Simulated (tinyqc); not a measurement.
# MOS structure on a p-type body with a doping step (retrograde), non-linear Poisson equation by Newton steps: two studies

One dimension, insulator interface at x = 0, acceptor density N1 for x < x1 and Na beyond, net doping C = -(acceptor density). psi is counted from the intrinsic level: n = ni exp((psi - Vb)/Vt), p = ni exp(-psi/Vt); deep in the body psi_b = -Vt ln(Na/ni). The gate acts through Cox = eps0 eox/tox and has the potential psi_G = Vg - (phiM - chi - Vt ln(Nc/ni)). Boltzmann statistics, full ionisation, classical densities, no oxide or interface charge. Acceptors in real wide-gap material are deep and only partly ionised in the neutral body.

Inputs (values chosen for the exercise); band and dielectric values those of a made-up semiconductor:
- T = 250 K (temperature)
- Eg = 3.24 eV (band gap)
- eps_r = 11.7 (relative permittivity)
- Nc = 1.25e19 cm^-3 (conduction-band density of states at T)
- Nv = 1.68e19 cm^-3 (valence-band density of states at T)
- chi = 4.49 eV (electron affinity)
- Na = 1.3e17 cm^-3 (acceptor density deep in the body)
- eox = 3.9 (relative permittivity of the gate insulator (close to silicon dioxide))
- tox = 7.9 nm (insulator thickness)
- phiM = 5.09 eV (gate work function)
- Vb = 0 V (electron quasi-Fermi potential against the body)
- x1 = 48 nm (depth of the doping step)
- N1 = 3.9e16 cm^-3 (acceptor density above the step)

Constants: q = 1.602176634e-19 C, kB = 1.380649e-23 J/K, Vt = kB T/q, eps0 = 8.8541878128e-14 F/cm where lengths are in cm. Results are converted to the units shown.

Each table varies one quantity; the others keep the values above.

## Charge and capacitance against gate voltage

ni = sqrt(Nc Nv) exp(-Eg/(2 Vt)), Eg in volts. The Poisson equation d/dx(eps0 eps_r dpsi/dx) = -q (p - n + C), with eps0 eps_r dpsi/dx = -Cox (psi_G - psi_0) at x = 0, is solved on a mesh of about 600 nodes or more. N_inv is the integral of n less its value deep in the body. C_LF = Cox (1 - dpsi_0/dVg) with all carriers following; C_HF is the same with the electron quasi-Fermi level shifting uniformly so that N_inv stays fixed. The centroid is that of the same excess.

Result of one run:
```
Vg (V)	psi_0 - psi_b (V)	N_inv (cm^-2)	C_LF/Cox	C_HF/Cox	centroid (nm)
1.26	3.08	6.57e10	0.550	0.117	0.733
```

What becomes of these results when the gate voltage against the body Vg is changed from 1.26 to 1.93 V, all else the same?

Result of the changed run:
```
Vg (V)	psi_0 - psi_b (V)	N_inv (cm^-2)	C_LF/Cox	C_HF/Cox	centroid (nm)
1.93	3.16	1.66e12	0.956	0.116	0.606
```

The whole series:
```
Vg (V)	psi_0 - psi_b (V)	N_inv (cm^-2)	C_LF/Cox	C_HF/Cox	centroid (nm)
0.86	2.75	1.52e4	0.123	0.123	0.791
1	2.87	4.46e6	0.121	0.120	0.771
1.13	2.98	8.73e8	0.130	0.118	0.753
1.26	3.08	6.57e10	0.550	0.117	0.733
1.4	3.12	3.35e11	0.843	0.116	0.704
1.53	3.13	6.43e11	0.906	0.116	0.677
1.66	3.14	9.67e11	0.932	0.116	0.652
1.79	3.15	1.30e12	0.946	0.116	0.629
1.93	3.16	1.66e12	0.956	0.116	0.606
2.06	3.16	2.00e12	0.962	0.116	0.587
```

N_inv goes from 15200 to 2.00e12 cm^-2 and passes 2e11 cm^-2 at Vg = 1.34 V. Below threshold it takes 56.7 mV a decade between Vg = 1 and 1.13 V, against Vt ln 10 = 49.6 mV. C_LF/Cox is lowest, 0.121, at Vg = 1 V among the rows listed and ends at 0.962, while C_HF/Cox ends at 0.116. Between the last two rows q dN_inv/dVg is 0.956 Cox. Where the classical centroid is under about 2 nm, confinement would move the charge away from the interface and raise the threshold.

## Effect of the depth of the doping step on threshold, swing and body effect

VT is the Vg at which N_inv = 2e11 cm^-2. m = 1/(dpsi_0/dVg) at N_inv = 1e8 cm^-2; the swing is the Vg between N_inv = 1e8 and 1e9 cm^-2; body coefficient [VT(Vb + 0.05 V) - VT(Vb)]/0.05 V - 1.

Result of one run:
```
x1 (nm)	VT (V)	psi_0 - psi_b at VT (V)	m - 1	swing (mV/decade)	body coefficient
56	1.32	3.10	0.136	56.8	0.135
```

What becomes of these results when the depth of the doping step x1 is changed from 56 to 38 nm, all else the same?

Result of the changed run:
```
x1 (nm)	VT (V)	psi_0 - psi_b at VT (V)	m - 1	swing (mV/decade)	body coefficient
38	1.36	3.10	0.138	56.9	0.137
```

The whole series:
```
x1 (nm)	VT (V)	psi_0 - psi_b at VT (V)	m - 1	swing (mV/decade)	body coefficient
12	1.44	3.11	0.141	57.0	0.139
18	1.42	3.11	0.140	57.0	0.138
26	1.40	3.11	0.140	57.0	0.138
38	1.36	3.10	0.138	56.9	0.137
56	1.32	3.10	0.136	56.8	0.135
82	1.26	3.10	0.131	56.6	0.130
120	1.20	3.10	0.122	56.1	0.122
```

As x1 goes from 12 to 120, VT falls from 1.44 to 1.20 V, the swing falls from 57.0 to 56.1 mV/decade and the body coefficient falls from 0.139 to 0.122. The swing stays within 0.90 % of m Vt ln 10, and the body coefficient within 0.0019 of m - 1.

Numbers from tinyqc (`OMP_NUM_THREADS=1 python tinyqc.py 2080035 2080036 out.jsonl`; about 0.6 s on one thread of a shared Intel Xeon 2.30GHz).
